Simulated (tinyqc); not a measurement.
Worked calculation: configuration-coordinate model of carrier capture at a defect. Values are carried at full precision from step to step, so a last printed digit may differ when a step is redone from the rounded ones.

Two parabolas of equal curvature k in one coordinate Q: with the carrier free at the band edge, U_f = k Q^2/2; with the carrier trapped, U_t = k (Q - dQ)^2/2 - ET. ER = k dQ^2/2, Huang-Rhys factor S = ER/hw, hw = 0.0646541 sqrt(k/M) eV for k in eV/angstrom^2 and M in u. The curves cross at a height Eb = (ER - ET)^2/(4 ER) above the free minimum.

Constants: kB = 8.617333262e-05 eV/K.

Inputs chosen for the exercise (of the size met at a deep level in GaN; not measured data): ET = 0.76 eV (thermal depth of the level below the band edge); ER = 0.57 eV (relaxation energy); hw = 0.034 eV (phonon energy of the mode); M = 40 u (mass of the mode); T = 400 K (temperature); nu = 1e+12 1/s (attempt rate).

## The two parabolas

Form S, k, dQ, the crossing point Qc = (ER - ET)/(k dQ), Eb, and the emission barrier Eb + ET.

S = 16.765
k = 11.0618 eV/angstrom^2
dQ = 0.3210 angstrom
Qc = -0.0535 angstrom

barriers (eV): capture 0.0158, emission 0.7758

ER < ET: the crossing lies on the far side of the free minimum (the inverted case), where tunnelling between vibrational states can matter much if Eb is well above hw.

## Optical transitions

Vertical ionisation from the trapped minimum costs ET + ER; vertical capture from the free minimum releases ET - ER (none if negative); the band has a standard deviation sqrt(S hw^2 coth(hw/2kT)) with S = ER/hw, and a full width 2.35482 times that.

energies (eV): ionisation peak 1.330, zero-phonon 0.760, emission peak 0.190

coth(hw/2kT) = 2.1894
standard deviation = 0.2060 eV
full width = 0.4851 eV

Radiative capture would peak at 0.190 eV. The optical peak exceeds the thermal depth by a factor 1.75.

## The multiphonon factor

Multiphonon factor for giving p = ET/hw phonons to the lattice: W = exp(-S (2 nb + 1)) ((nb + 1)/nb)^(p/2) I_p(x), nb = 1/(exp(hw/kT) - 1), x = 2 S sqrt(nb (nb + 1)), I_p the modified Bessel function. Classical limit: W = hw exp(-Eb/kT)/sqrt(4 pi ER kT). At T = 0: exp(-S) S^p/Gamma(p + 1).

Form p, nb, x and ln W, the classical ln W, and the capture time 1/(nu W).

p, nb, x: [22.3529, 0.5947, 32.6523]

ln W: quantum -3.172, classical -3.141

capture time = 2.39e-11 s

The quantum factor is 0.97 times the classical one at kT/hw = 1.01: the two agree.

## Emission by detailed balance

For equal degeneracies and one band-edge state, emission time = capture time x exp(ET/kT).

ET/kT = 22.049
log10 of the emission time in s = -1.05

## Checks

- Ln W for the nearest whole p against the double Poisson sum over emitted and absorbed phonons: both -3.11903.

Program tinyqc; command `OMP_NUM_THREADS=1 python tinyqc.py 1451552 1451553 out.jsonl`; about 0.01 s on one thread of a shared Intel(R) Xeon(R) Processor @ 2.30GHz.
